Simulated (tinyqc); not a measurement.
Metal-induced gap states at the contact of a metal chain and a two-band chain, step by step. Values are carried at full precision from step to step, so a last printed digit may differ when a step is redone from the rounded ones.

The semiconductor alternates sites A at -Eg/2 and C at +Eg/2 with hopping -t; the gap runs from -Eg/2 to Eg/2. In the gap cosh(q a) = 1 + (Eg^2/4 - E^2)/(2 t^2) and the amplitude changes by -exp(-q a) a period. The metal has site energy 0 and hopping -tm; its end site has g_m = (E - i sqrt(4 tm^2 - E^2))/(2 tm^2). Sites 1, 2, ... count into the semiconductor, with energies e1, e2 alternating. The clean half chain has g1 = 1/(E - e1 - t^2 g2), g2 = 1/(E - e2 - t^2 g1), decaying root. With the contact G11 = 1/(1/g1 - tc^2 g_m), and the density on site j is -Im G_jj/pi = |psi_j/psi_1|^2 (-Im G11/pi), per spin, with psi_2/psi_1 = -t g2, psi_3/psi_2 = -t g1.

Constants: e^2/(4 pi eps0) = 14.39964547 eV angstrom.

Parameters, chosen for this exercise (gap and optical dielectric constant near those of HfO2; the chain itself is a model; the results hold for these values, not for the real material): Eg = 6.03 eV (gap); t = 2.25 eV (hopping in the semiconductor); a = 3.6 angstrom (period (two sites); one chain for each area a^2); E = 1.53 eV (energy from mid-gap); tm = 2.12 eV (hopping in the metal); tc = 0.93 eV (hopping across the contact); end = A (site that touches the metal); eps = 3.9 (dielectric constant).

## Decay in the gap

Form cosh(q a), l = exp(-q a), q and the decay length 1/(2q) of the density.

cosh(q a) = 1.66660
l = 0.33335
q = 0.30516 1/angstrom
xi, the decay length of the density = 1.639 angstrom

## Green functions

The decaying root is g1 = (1 - l)/(E - e1), g2 = (1 - l)/(E - e2), l = exp(-q a). Form them, g_m and G11.

g1, g2 (1/eV): 0.14668  -0.44892

g_m = 0.17021-0.43992i 1/eV
G11 = 0.14943-0.00852i 1/eV

## Density site by site

D1 = -Im G11/pi, D2 = (t g2)^2 D1, and each further period multiplies by l^2. The sum over all sites is (D1 + D2)/(1 - l^2). The Green functions stand in the order g1, g2.

density on sites 1 to 8 (1/eV): 0.00271  0.00277  0.00030  0.00031  0.00003  0.00003  0.00000  0.00000

Ds, the density per spin summed over the semiconductor = 0.00617 1/eV

The first period holds 89 % of the gap states at this energy.

## Pinning factor

Gap states per area N = 2 Ds/a^2 (two spins). Charge in them sits a distance xi from the metal, so S = 1/(1 + 4 pi e^2 N xi/eps), e^2 meaning e^2/(4 pi eps0); S is the change of the barrier per change of the metal work function.

N = 9.516e+12 1/(eV cm^2)
4 pi e^2 N xi/eps = 0.0723
S = 0.9325

Weak pinning, nearer the Schottky limit S = 1.

## Checks

- g1 from the closed form against decimation: both 0.146678.

Run: tinyqc, `OMP_NUM_THREADS=1 python tinyqc.py 1481929 1481930 out.jsonl`; Intel(R) Xeon(R) Processor @ 2.30GHz, one thread, shared host; about 0.01 s of CPU time with all checks.
